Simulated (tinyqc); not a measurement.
Worked calculation: Jacobi rotations on a symmetric matrix. One step of it, computed by the program tinyqc.

Question. Jacobi rotation 3. Take the largest off-diagonal element A_pq; tan 2 theta = 2 A_pq / (A_qq - A_pp) with |theta| <= pi/4; A' = J^T A J with J_pp = J_qq = cos, J_pq = sin, J_qp = -sin.

A', lower triangle:
```
           1         2          3         4
1   0.066522
2  -0.166190  0.594000
3   0.013405  0.213048   1.017407
4   0.000000  0.009816  -0.026397  1.096071
```

Give: p, q, theta; A'.

Answer.

p, q, theta (rad): 2.0000  3.0000  0.3943

A', lower triangle:
```
         1       2        3       4
1   0.0665
2  -0.1586  0.5054
3  -0.0515  0.0000   1.1060
4   0.0000  0.0192  -0.0206  1.0961
```
